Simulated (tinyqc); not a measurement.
Energy against coordination: Gupta-type many-body potential for a metal. Computed by tinyqc, a small Python program. Command: `OMP_NUM_THREADS=1 python tinyqc.py 3011728 3011729 out.jsonl gupta walk`. One thread of a shared host (Intel(R) Xeon(R) Processor @ 2.30GHz), about 0.01 s of CPU time with the checks.

E_i = sum_j A exp(-p (r_ij/r0 - 1)) - xi rho_i^gamma, with rho_i = sum_j exp(-2 q (r_ij/r0 - 1)); gamma = 1/2 is the tight-binding second-moment form. The crystal is fcc unless stated; d is the neighbour distance and a fixed number of shells is kept.

Inputs (values chosen for the exercise, modelled on nickel):

| quantity | value | unit |
|---|---|---|
| repulsion A | 0.0362 | eV |
| hopping xi | 1.1 | eV |
| decay p | 17 | - |
| decay q | 1.19 | - |
| reference distance r0 | 2.491 | angstrom |
| embedding exponent gamma | 0.5 | - |

Method. Nearest neighbours only, z equal bonds relaxed to their best length: r/r0 = 1 + ln[A p z^(1 - gamma)/(2 q gamma xi)]/(p - 2 q gamma), E = z A exp(-p (r/r0 - 1)) - xi [z exp(-2 q (r/r0 - 1))]^gamma.

Relaxed bonds:

| z | r (angstrom) | E per atom (eV) | E/z (eV) |
|---|---|---|---|
| 1 | 2.3721 | -1.0828 | -1.0828 |
| 2 | 2.4267 | -1.4919 | -0.7459 |
| 3 | 2.4586 | -1.7995 | -0.5998 |
| 4 | 2.4813 | -2.0555 | -0.5139 |
| 6 | 2.5132 | -2.4793 | -0.4132 |
| 8 | 2.5359 | -2.8321 | -0.3540 |
| 9 | 2.5452 | -2.9906 | -0.3323 |
| 12 | 2.5678 | -3.4160 | -0.2847 |

What follows from these numbers?

Bonds lengthen from 2.372 to 2.568 angstrom between z = 1 and 12, and |E| grows as z^0.462, the exponent gamma (p - 2q)/(p - 2 q gamma) = 0.462; pair bonds would give z^1 at a fixed length.

Extremes, crossings and ranges named in words are read from the listed rows.
